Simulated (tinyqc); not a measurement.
# Hot electrons in a saturated n-channel MOSFET, lucky-electron model: several studies

Beyond pinch-off the lateral field grows as Esat cosh(y/l) over the velocity-saturated region (pseudo-two-dimensional model). Impact ionisation in this region gives the substrate current, which biases the body forward through Rsub. Currents are per width. Local-field laws: they overstate ionisation when the field peak is narrower than an energy relaxation length.

Inputs (values chosen for the exercise); values close to those of silicon n-channel devices: channel length L = 0.18 um; oxide thickness tox = 3.3 nm; junction depth xj = 72 nm; threshold VT = 0.56 V; effective mobility mu = 420 cm^2/(V s); saturation velocity vs = 7.9e6 cm/s; ionisation prefactor Ai = 2e6 1/cm; ionisation field Bi = 1.81 MV/cm; resistance of the lightly doped drain Rd = 200 ohm um; substrate resistance Rsub = 6400 ohm um; fall of VT per volt of forward body bias kb = 0.25; lifetime exponent m = 3.2; lifetime constant Hl = 2100 s uA/um; drain voltage Vd = 1.7 V; gate voltage Vg = 1.2 V.

Constants: eps0 = 8.8541878128e-14 F/cm where lengths are in cm. Results are converted to the units shown.

Each table varies one quantity; the others keep the values above.

## Effect of the gate voltage

Cox = 3.9 eps0/tox, l = sqrt(3 tox xj), Esat = 2 vs/mu. Overdrive g = Vg - VT + kb Vb; Vdsat = g Esat L/(g + Esat L); Id = Cox vs (g - Vdsat); dV = Vd - Id Rd - Vdsat; Em = sqrt((dV/l)^2 + Esat^2); Isub = Id (Ai/Bi) l Em exp(-Bi/Em). Vb = Rsub Isub is solved self-consistently. Lifetime tau = (Hl/Id)(Isub/Id)^(-m); 1 year = 3.15576e7 s.

Effect of the gate voltage:
```
Vg (V),Id (uA/um),Em (MV/cm),Isub (uA/um),Isub/Id,tau (years)
0.71,23.313,0.58945,1.8807,0.080671,0.0089952
0.83,66.437,0.55942,4.3135,0.064926,0.0063236
0.96,128.22,0.53270,6.7398,0.052564,0.0064409
1.08,194.45,0.51178,8.5455,0.043948,0.0075319
1.21,273.00,0.49197,10.003,0.036642,0.0095992
1.33,350.01,0.47565,10.929,0.031223,0.012494
1.45,430.24,0.46074,11.505,0.026742,0.016687
1.58,519.92,0.44584,11.798,0.022693,0.023352
1.7,604.70,0.43299,11.815,0.019538,0.032415
```

As Vg goes from 0.71 to 1.7 V, Em falls from 0.589 to 0.433 MV/cm, Isub rises from 1.88 to 11.8 uA/um and tau goes from 0.00900 through a minimum of 0.00632 (at Vg = 0.83 V among the rows listed) to 0.0324 years.

## Effect of the oxide thickness

Same model as above.

Effect of the oxide thickness:
```
tox (nm),Id (uA/um),Em (MV/cm),Isub (uA/um),Isub/Id,tau (years)
1.8,549.6,0.6319,43.14,0.07849,4.166e-4
2.3,403.6,0.5756,24.65,0.06107,0.001267
2.8,320.5,0.5302,15.20,0.04742,0.003584
3.5,250.2,0.4806,8.454,0.03379,0.01357
4.3,200.8,0.4376,4.732,0.02356,0.05359
5.3,161.6,0.3971,2.515,0.01557,0.2510
6.6,129.1,0.3581,1.231,0.009534,1.508
```

Read the table: what changes, and by how much?

As tox goes from 1.8 to 6.6 nm, Em falls from 0.632 to 0.358 MV/cm, Isub falls from 43.1 to 1.23 uA/um and tau rises from 4.17e-4 to 1.51 years. From the first row to the last, log10(tau) changes by 3.6: 2.9 from (Isub/Id)^(-m), which holds Em and l, and 0.63 from 1/Id. At tox = 6.6 nm the saturated region takes over 60 % of L, so using the full L in Vdsat is rough.

## Effect of the junction depth

Same model as above.

Effect of the junction depth:
```
xj (nm),Id (uA/um),Em (MV/cm),Isub (uA/um),Isub/Id,tau (years)
29,296.6,0.7655,39.96,0.1347,1.370e-4
39,283.5,0.6643,26.81,0.09459,4.445e-4
53,273.6,0.5728,16.83,0.06152,0.001824
72,266.8,0.4934,9.908,0.03714,0.009405
98,262.3,0.4243,5.375,0.02049,0.06417
130,259.8,0.3693,2.827,0.01088,0.4909
180,258.2,0.3147,1.204,0.004662,7.441
```

As xj goes from 29 to 180 nm, Em falls from 0.766 to 0.315 MV/cm, Isub falls from 40.0 to 1.20 uA/um and tau rises from 1.37e-4 to 7.44 years. From the first row to the last, log10(tau) changes by 4.7: 4.7 from (Isub/Id)^(-m), which holds Em and l, and 0.060 from 1/Id. At xj = 29 nm Isub/Id passes 0.1, where multiplication of the secondary carriers, left out here, counts. At xj = 180 nm the saturated region takes over 60 % of L, so using the full L in Vdsat is rough.

tinyqc, about 0.01 s, one thread, Intel Xeon 2.30GHz (shared host): `OMP_NUM_THREADS=1 python tinyqc.py 2550025 2550026 out.jsonl`
